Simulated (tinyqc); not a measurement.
Leakage through a gate insulator: direct, Fowler-Nordheim, trap-assisted and Poole-Frenkel currents. Inputs raised by 5 %, one at a time. Computed by tinyqc, a small Python program. Command: `OMP_NUM_THREADS=1 python tinyqc.py 3010724 3010725 out.jsonl oxideleak sens`. One thread of a shared host (Intel(R) Xeon(R) Processor @ 2.30GHz), about 0.01 s of CPU time with the checks.

Electrons enter from the cathode Fermi level at x = 0; the conduction band of the insulator lies phi_b - e F x above it, F = V/t. WKB exponents use a parabolic band with mass m.

Inputs (values chosen for the exercise, with an insulator like SiO2):
```
quantity                        value   unit
thickness t                       1.9     nm
barrier phi_b                    3.03     eV
tunnelling mass m                0.41    m_0
static constant eps_ox           3.77      -
optical constant eps_opt         2.12      -
voltage across the insulator V   0.37      V
trap depth phi_t                  2.1     eV
trap density N_t                1e+19  cm^-3
attempt rate nu_0               2e+13    1/s
activation of capture E_a        0.29     eV
temperature T                     450      K
```

Constants: hbar^2/(2 m_0) = 3.80998212 eV angstrom^2; e = 1.602176634e-19 C; hbar = 1.054571817e-34 J s; k_B = 8.617333262e-05 eV/K; eps_0 = 8.8541878128e-12 F/m.

Method:
- For a level a distance phi(x) below the band, the WKB exponent is 2 int kappa dx with kappa = sqrt(m phi/(hbar^2/2m_0)); for a linear barrier from phi_1 down to phi_2 = max(phi_1 - e F d, 0) it is G = (4/3) sqrt(m/(hbar^2/2m_0)) (phi_1^(3/2) - phi_2^(3/2))/(e F).
- J_tun = e^3 F^2/(16 pi^2 hbar m phi_b) x exp(-G) / [1 - sqrt(phi_2/phi_b)]^2 with the free-electron mass in the cathode (m in m_0), phi_2 = max(phi_b - e V, 0): direct tunnelling for e V < phi_b, Fowler-Nordheim above. Image forces, back-flow and the limit on supply are left out, so J_tun is overstated below about 0.5 V.
- Equivalent oxide thickness = 3.9 t/eps_ox.
- A trap at depth x lies phi_t below the band. Capture: tunnel at the cathode Fermi level from 0 to x (G_in from phi_1 = phi_b), rate nu_0 exp(-G_in - E_c/k_B T) with E_c = E_a + max(phi_b - phi_t - e F x, 0), the last term being the height of the trap above the cathode Fermi level. Emission: tunnel from the trap level to the anode (G_out from phi_1 = phi_t over t - x), rate nu_0 exp(-G_out - E_a/k_B T). Re-emission to the cathode follows from detailed balance, rate_back = rate_in exp(dE/k_B T) with dE = phi_b - phi_t - e F x. Each trap passes R = rate_in rate_out/(rate_in + rate_back + rate_out) electrons per second; filling from the anode is left out.
- J_TAT = e N_t int_0^t R dx by the midpoint rule on 400 intervals; the most effective depth is the midpoint with the largest R, rounded to 0.01 nm.
- Poole-Frenkel emission over the lowered barrier of a charged trap: lowering sqrt(e F/(pi eps_opt eps_0)); J_PF = e N_t^(2/3) nu_0 exp(-(phi_t - lowering)/k_B T), one sheet of traps emitting with supply unlimited (an upper bound).
- J = J_tun + J_TAT (the Poole-Frenkel bound is not added); the ratio J/J_tun is the excess that stress-made traps add.

Runs; columns: (1) input moved; (2) from; (3) to; (4) tunnelling current J_tun (A/cm^2); (5) trap-assisted current J_TAT (A/cm^2); (6) Poole-Frenkel bound J_PF (A/cm^2); (7) total current J (A/cm^2):
```
(1)                                   (2)       (3)     (4)        (5)        (6)     (7)
base run                                -         -  0.8780  6.366e-11  6.306e-09  0.8780
barrier phi_b (eV)                   3.03    3.1815  0.5321  1.042e-12  6.306e-09  0.5321
tunnelling mass m (m_0)              0.41    0.4305  0.4975  4.828e-11  6.306e-09  0.4975
voltage across the insulator V (V)   0.37    0.3885  0.9058  8.227e-11  1.002e-08  0.9058
trap depth phi_t (eV)                 2.1     2.205  0.8780  8.827e-10  4.205e-10  0.8780
trap density N_t (cm^-3)            1e+19  1.05e+19  0.8780  6.684e-11  6.514e-09  0.8780
activation of capture E_a (eV)       0.29    0.3045  0.8780  4.380e-11  6.306e-09  0.8780
temperature T (K)                     450     472.5  0.8780  2.260e-10  3.402e-08  0.8780
```

Exponents ln(y'/y) / ln(x'/x):
```
input                           tunnelling current J_tun  trap-assisted current J_TAT  Poole-Frenkel bound J_PF  total current J
barrier phi_b                                    -10.266                      -84.289                     0.000          -10.266
tunnelling mass m                                -11.640                       -5.665                     0.000          -11.640
voltage across the insulator V                     0.640                        5.258                     9.494            0.640
trap depth phi_t                                   0.000                       53.894                   -55.497            0.000
trap density N_t                                   0.000                        1.000                     0.667            0.000
activation of capture E_a                          0.000                       -7.664                     0.000            0.000
temperature T                                      0.000                       25.968                    34.547            0.000
```

To which inputs is each result most sensitive?

Among the inputs moved here: tunnelling current J_tun answers most in size to tunnelling mass m (exponent -11.640), next to barrier phi_b (-10.266); its exponent is below 0.0005 for trap depth phi_t, trap density N_t, activation of capture E_a, temperature T. Its exponent 0.000 in temperature T: tunnelling from the Fermi level does not depend on T in this formula. Trap-assisted current J_TAT answers most in size to barrier phi_b (exponent -84.289), next to trap depth phi_t (+53.894). Its exponent +1.000 in trap density N_t: independent traps. Poole-Frenkel bound J_PF answers most in size to trap depth phi_t (exponent -55.497), next to temperature T (+34.547); its exponent is below 0.0005 for barrier phi_b, tunnelling mass m, activation of capture E_a. Its exponent +0.667 in trap density N_t: one sheet of traps, N_t^(2/3). Total current J answers most in size to tunnelling mass m (exponent -11.640), next to barrier phi_b (-10.266); its exponent is below 0.0005 for trap depth phi_t, trap density N_t, activation of capture E_a, temperature T.

Caution (all rows): at so low a voltage the back-flow from the anode and the carrier supply, left out of this formula, matter. Caution (all rows): the film is too thin for the Poole-Frenkel picture (the lowering is a large part of the whole drop, or the traps are further apart than the film is thick), so J_PF is only nominal.
